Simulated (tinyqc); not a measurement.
What moves the results: dielectric confinement in a thin film (image charges). A value that a table varies takes the place of the one given here.

A film |z| < t/2 of dielectric constant eps between half-spaces of dielectric constant e2; lam = (eps - e2)/(eps + e2), q = e^2/(4 pi eps0). The self-energy of a band edge is taken with the high-frequency value, e2 = eh, and the field of a fixed ion with the static one, e2 = eo. A charge at z has images lam^|n| at n t + (-1)^n z. Its self-energy is S(z) = (q/2 eps) sum over n >= 1 of lam^n [1/(n t - 2z) + 1/(n t + 2z)] for odd n and 2 lam^n/(n t) for even n; at the centre S(0) = -(q/(eps t)) ln(1 - lam).

Donor at the centre, lam from the static eo, trial function cos(pi z/t) exp(-rho/l): E(l) = c/(m l^2) - (q/eps) times the integral over k of F(k t) (1 + (k l/2)^2)^(-3/2), with F(x) = F0 + 2 lam exp(-x) G/(1 - lam exp(-x)), F0 = 2[(1 - exp(-x/2))/x + x (1 + exp(-x/2))/(x^2 + 4 pi^2)], G = 2 sinh(x/2)[1/x - x/(x^2 + 4 pi^2)]; c = hbar^2/2m0. The binding energy is -E at the minimum, counted from the subband edge with its self-energy.

Constants: e^2/(4 pi eps0) = 14.39964547 eV angstrom; hbar^2/2m0 = 3.80998211 eV angstrom^2; Ry = 13.60569312 eV.

Values chosen for the exercise (near those of a Si (100) film, two-fold valleys, between layers of SiO2; shifted at random, so the results belong to these values and not to a real crystal): eps = 11.4 (dielectric constant of the film); eh = 2.1 (high-frequency dielectric constant outside); eo = 4 (static dielectric constant outside); m = 0.195 m0 (mass in the plane); mz = 0.929 m0 (mass across the film); ts = (12, 18, 26, 38, 55, 80, 120) angstrom (thicknesses); t = 36 angstrom (film thickness).

## Thinning the film

<S> is the mean over (2/t) cos^2(pi z/t); confinement c (pi/t)^2/mz; donor binding with and without images.

Results:

| t (angstrom) | <S> (meV) | confinement (meV) | binding, no images (meV) | binding (meV) | l (angstrom) |
|---|---|---|---|---|---|
| 12 | 139.0 | 281.1 | 60.9 | 155.9 | 16.1 |
| 18 | 92.6 | 124.9 | 55.4 | 125.6 | 18.5 |
| 26 | 64.1 | 59.9 | 49.9 | 102.3 | 21.1 |
| 38 | 43.9 | 28.0 | 43.9 | 82.1 | 24.1 |
| 55 | 30.3 | 13.4 | 38.1 | 65.7 | 27.7 |
| 80 | 20.8 | 6.3 | 32.5 | 52.1 | 31.9 |
| 120 | 13.9 | 2.8 | 26.7 | 40.2 | 37.3 |

Between 120 and 12 angstrom the binding goes from 40.2 to 155.9 meV; quantum confinement alone would take it from 26.7 to 60.9, so the images supply +13.4 and +95.0 meV. |<S>| goes as 1/t and exceeds the confinement energy beyond 24 angstrom. For t well above a* = 31 angstrom the separable trial function underbinds, which affects the last rows.

## Choice of the surrounding dielectric

The same film between different dielectrics; in this table one value e2 serves for both eo and eh.

Results:

| case | lam | <S> (meV) | binding (meV) | l (angstrom) |
|---|---|---|---|---|
| e2 = 1 | 0.839 | 70.6 | 161.8 | 22.2 |
| e2 = 2.5 | 0.640 | 40.8 | 108.4 | 23.0 |
| e2 = 3.9 | 0.490 | 27.4 | 86.0 | 23.6 |
| e2 = 7.5 | 0.206 | 9.7 | 58.5 | 24.9 |
| e2 = 16 | -0.168 | -6.7 | 35.9 | 26.9 |
| e2 = 25 | -0.374 | -14.0 | 26.9 | 28.1 |
| e2 = 80 | -0.751 | -25.5 | 14.3 | 31.1 |

The binding spans a factor 11.3, from 162 meV in vacuum to 14.3 meV for e2 = 80; going from 3.9 to 25 changes it by -59.0 meV and the band edge by -41.4 meV, so the binding responds 1.42 times as much as the edge (for an orbit much smaller than t the binding would change by twice the change of S(0), -69.6 meV; here l/t = 0.66 for e2 = 3.9).

## What each parameter does

<S> is the mean over (2/t) cos^2(pi z/t). Each row changes one parameter from the base and keeps the others.

Results:

| case | lam from eh | <S> (meV) | binding (meV) | l (angstrom) |
|---|---|---|---|---|
| base | 0.689 | 46.3 | 84.8 | 23.7 |
| t = 46 angstrom | 0.689 | 36.3 | 73.3 | 25.9 |
| eps = 10.3 | 0.661 | 47.7 | 92.6 | 22.3 |
| eo = 5.6 | 0.689 | 46.3 | 69.9 | 24.3 |
| eh = 2.7 | 0.617 | 38.5 | 84.8 | 23.7 |
| m = 0.234 m0 | 0.689 | 46.3 | 91.3 | 21.1 |

The largest shifts from the base row, up to three for each result and ties (the steps differ in size, so this ranks the rows, not the parameters). lam from eh: eh -0.072, eps -0.028; unchanged at the printed digits by t, eo and m. <S> (meV): t -10.1, eh -7.9, eps +1.4; unchanged at the printed digits by eo and m. binding (meV): eo -14.9, t -11.5, eps +7.8; unchanged at the printed digits by eh. l (angstrom): m -2.6, t +2.2, eps -1.3; unchanged at the printed digits by eh.

(tinyqc, `OMP_NUM_THREADS=1 python tinyqc.py 1251173 1251174 out.jsonl`, Intel(R) Xeon(R) Processor @ 2.30GHz, 1 thread, shared host, about 0.06 s.)
